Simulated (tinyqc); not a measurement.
Voltage drop against the resistance from a pad node to the supply.

A grid of 25 by 25 nodes with segments Rx (rows) and Ry (columns); every node draws I1 and the central node kh I1; pads with resistance Rp sit at the nodes whose row and column are multiples of the pitch, counting from 0. The drops u = Vdd - V follow from G u = i, with G the conductance matrix and i the load currents, solved directly. Here the pitch is 3.

Inputs (values chosen for the exercise): supply voltage Vdd = 0.7 V; resistance of a horizontal segment Rx = 0.24 ohm; resistance of a vertical segment Ry = 0.47 ohm; factor on the load at the hot node kh = 8; load current of a node in the large grid I1 = 0.17 mA.

Voltage drop against the resistance from a pad node to the supply:
columns A: Rp (ohm); B: pads; C: worst drop (mV); D: mean drop (mV); E: largest drop at a pad (mV); F: largest pad current (mA); G: worst drop over Vdd (%)
```
A       B       C       D        E      F        G
0.01   81  0.1664  0.1225  0.02646  2.646  0.02377
0.021  81  0.1867  0.1376  0.05409  2.576  0.02667
0.042  81  0.2245  0.1664   0.1035  2.465  0.03207
0.083  81  0.2958  0.2225   0.1916  2.308  0.04226
0.17   81  0.4403  0.3408   0.3577  2.104  0.06290
0.33   81  0.6918  0.5569   0.6302  1.910  0.09883
0.66   81   1.182  0.9997    1.140  1.727   0.1689
```

What does the table show?

The worst drop rises from 0.166 to 1.18 mV and the mean drop rises from 0.122 to 1.00 mV. The worst drop goes as Rp^(0.15) between the first two rows and Rp^(0.77) between the last two. The central node is itself a pad.

Computed by the program tinyqc: `OMP_NUM_THREADS=1 python tinyqc.py 2770180 2770181 out.jsonl`, one thread of a shared Intel Xeon 2.30GHz, about 0.3 s for the whole run.
